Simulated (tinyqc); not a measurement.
The width of the window: equation-of-state fits to an energy-volume table made by a known binding curve. Computed by tinyqc, a small Python program. Command: `OMP_NUM_THREADS=1 python tinyqc.py 3028427 3028428 out.jsonl eosfit walk`. One thread of a shared host (Intel(R) Xeon(R) Processor @ 2.30GHz), about 0.03 s of CPU time with the checks.

With x = (V/V_0)^(1/3), the energy per atom is E = D [m x^-n - n x^-m]/(n - m), so that B0 = D n m/(9 V_0) and B' = (n + m + 6)/3. B' = dB/dP at P = 0.

Inputs (values chosen for the exercise, for a model crystal):
```
quantity                                  value             unit
cohesive energy D                          5.63          eV/atom
true volume V_0                            26.6  angstrom^3/atom
repulsive exponent n                          5                -
attractive exponent m                         1                -
shift of the window centre s             -0.012                -
points N                                      5                -
compression V/V_0 for the pressure test     0.9                -
noise amplitude                          0.0078              meV
```

Binding curve: Mie. Noise: added.

Constants: 1 eV/angstrom^3 = 160.2176634 GPa.

Method:
- B0 and B' from the formulas above; P = -dE/dV at V = c V_0 (c the compression chosen), from the curve itself.
- Table: V_j = V_0 [1 + s + w (2 j/(N - 1) - 1)], j = 0..N-1, rounded to 0.001; E_j from the curve plus the noise amplitude times the listed numbers xi_j (xi_0 first), rounded to 1e-7 eV.
- Murnaghan: E = E0 + (B0 V/B') [(V0/V)^B'/(B' - 1) + 1] - B0 V0/(B' - 1), P = (B0/B') [(V0/V)^B' - 1].
- Birch-Murnaghan: E = E0 + (9 V0 B0/16) [y^3 B' + y^2 (2 - 4 y)], y = (V0/V)^(2/3) - 1; P = (3 B0/2) (x^7 - x^5) [1 + (3/4)(B' - 4)(x^2 - 1)], x = (V0/V)^(1/3).
- Vinet: E = E0 + (9 B0 V0/h^2) {1 + [h (1 - x) - 1] exp(h (1 - x))}, P = 3 B0 (1 - x) x^-2 exp(h (1 - x)), x = (V/V0)^(1/3), h = (3/2)(B' - 1).
- All are least-squares fits to the energies; for polynomials in V, B0 = V E'' and B' = -1 - V E'''/E'' at the minimum.
- The table is made anew for each w.

numbers xi_j, drawn evenly from -1 to 1: -0.8796  -0.3462  0.1086  0.4937  -0.2935

exact B0 = 18.8393 GPa

exact B' = 4

Errors (%):
```
w     B0, parabola  B0, cubic  B0, Murnaghan  B0, Birch-Murnaghan  B0, Vinet  B', Birch-Murnaghan
0.03         6.029     -0.868         -0.903               -0.901     -0.900                9.921
0.05         6.840      0.211         -0.314               -0.255     -0.229                2.307
0.08         8.257      1.425         -0.262               -0.070      0.012                0.683
0.12        11.053      3.667         -0.455                0.005      0.205                0.326
0.16        15.048      6.873         -0.775                0.054      0.420                0.278
0.22        23.597     13.838         -1.424                0.129      0.839                0.326
```

What follows from these numbers?

The Birch-Murnaghan error of B0 is smallest among these at w = 0.12 (0.005 % in size); it is 0.901 % at the narrowest and 0.129 % at the widest. A narrow window magnifies the noise, since the energy range shrinks as w^2, and a wide one exposes the form. At the widest window the errors of B0 are +23.6 % for the parabola and +13.8 % for the cubic in V.

Extremes, crossings and ranges named in words are read from the listed rows.
